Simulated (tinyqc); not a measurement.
Chemical-mechanical planarisation: Preston law, pattern density and step-height reduction: one step, computed by the program tinyqc. Command: `OMP_NUM_THREADS=1 python tinyqc.py 3030865 3030866 out.jsonl cmp walk`. One thread of a shared host (Intel(R) Xeon(R) Processor @ 2.30GHz), about 0.01 s of CPU time with the checks.

A row of 12 cells, repeated periodically, holds raised features that cover a share rho of each cell.

Task: State at time t. While h > h_c only raised areas polish, at R0/rho_eff, until t_c = rho_eff (h0 - h_c)/R0. After that h = h_c exp(-(t - t_c)/tau), tau = rho_eff h_c/R0; low areas polish at R0 (1 - h/h_c) and raised areas at R0 [1 + (1 - rho_eff) h/(rho_eff h_c)]. Removed from raised areas after t_c: h0 - h_c + R0 (t - t_c) + (1 - rho_eff)(h_c - h); from low areas: R0 (t - t_c) - rho_eff (h_c - h). Film left = z0 less the removal from raised areas.

Inputs (values chosen for the exercise, close to those used for oxide polishing):
```
quantity                        value  unit
initial step height h0            700    nm
contact height h_c                180    nm
film above the raised areas z0   1100    nm
polish time t                     160     s
```

effective densities: 0.4271877  0.6882829  0.7704568  0.6814131  0.2980706  0.1986601  0.2489031  0.2860528  0.2596535  0.2365665  0.4721231  0.5826298

blanket rate R0 = 2.030715 nm/s

Give: Cells; range of film left across the row; largest remaining step; thinnest film left.

Result:

Cells:
```
cell  rho_eff  t_c (s)  step h (nm)  removed, raised (nm)  removed, low (nm)  film left on raised areas (nm)
1      0.4272    109.4         47.3                 698.8               46.1                           401.2
2      0.6883    176.2        227.9                 472.1                0.0                           627.9
3      0.7705    197.3        278.3                 421.7                0.0                           678.3
4      0.6814    174.5        223.2                 476.8                0.0                           623.2
5      0.2981     76.3          7.6                 810.9              118.5                           289.1
6      0.1987     50.9          0.4                 885.6              185.9                           214.4
7      0.2489     63.7          2.3                 849.0              151.3                           251.0
8      0.2861     73.2          5.9                 820.5              126.4                           279.5
9      0.2597     66.5          3.1                 840.9              144.0                           259.1
10     0.2366     60.6          1.6                 858.1              159.7                           241.9
11     0.4721    120.9         70.7                 657.1               27.8                           442.9
12     0.5826    149.2        146.0                 556.1                2.1                           543.9
```

range of film left across the row = 463.8 nm

largest remaining step = 278.3 nm

thinnest film left = 214.4 nm

9 of 12 cells have reached contact. The cell with the lowest rho_eff has lost the most film from its raised areas.
